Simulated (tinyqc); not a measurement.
Sp3 tight binding, zinc-blende lattice, step by step. One step of it, computed by the program tinyqc.

Task: Bloch Hamiltonian at k. Slater-Koster rules over the four bonds with direction cosines (l, m, n): ss V_ss; s-px l V_sp; px-s -l V_sp; px-px l^2 V_pps + (1 - l^2) V_ppp; px-py l m (V_pps - V_ppp); each times exp(i k.d).

Parameters chosen for this model: zinc-blende lattice, anion at 0, cation at a/4 (1,1,1); V = eta hbar^2 / (m d^2), hbar^2/m = 7.619964 eV angstrom^2:
```
parameter          value      unit
a               6.210000  angstrom
d               2.689009  angstrom
Es anion      -18.660000        eV
Ep anion       -6.830000        eV
Es cation     -13.580000        eV
Ep cation      -4.170000        eV
eta ss         -1.320000
eta sp          1.420000
eta pp sigma    2.220000
eta pp pi      -0.630000
V ss           -1.391049        eV
V sp            1.496431        eV
V pp sigma      2.339491        eV
V pp pi        -0.663910        eV
```

k point k (2 pi / a): 0.420000  0.760000  0.690000

Give: H(k) at k.

Result:

H(k) at k (eV):
```
                  a s             a px             a py             a pz
a s          -18.6600           0.0000           0.0000           0.0000
a px           0.0000          -6.8300           0.0000           0.0000
a py           0.0000           0.0000          -6.8300           0.0000
a pz           0.0000           0.0000           0.0000          -6.8300
c s   -0.7573-2.8023i   2.2438+0.3649i   0.6891+1.1880i   0.9215+0.8884i
c px  -2.2438-0.3649i   0.1836+0.6793i  -1.0678-1.0294i  -0.7985-1.3767i
c py  -0.6891-1.1880i  -1.0678-1.0294i   0.1836+0.6793i  -2.6000-0.4228i
c pz  -0.9215-0.8884i  -0.7985-1.3767i  -2.6000-0.4228i   0.1836+0.6793i

                  c s             c px             c py             c pz
a s   -0.7573+2.8023i  -2.2438+0.3649i  -0.6891+1.1880i  -0.9215+0.8884i
a px   2.2438-0.3649i   0.1836-0.6793i  -1.0678+1.0294i  -0.7985+1.3767i
a py   0.6891-1.1880i  -1.0678+1.0294i   0.1836-0.6793i  -2.6000+0.4228i
a pz   0.9215-0.8884i  -0.7985+1.3767i  -2.6000+0.4228i   0.1836-0.6793i
c s          -13.5800           0.0000           0.0000           0.0000
c px           0.0000          -4.1700           0.0000           0.0000
c py           0.0000           0.0000          -4.1700           0.0000
c pz           0.0000           0.0000           0.0000          -4.1700
```
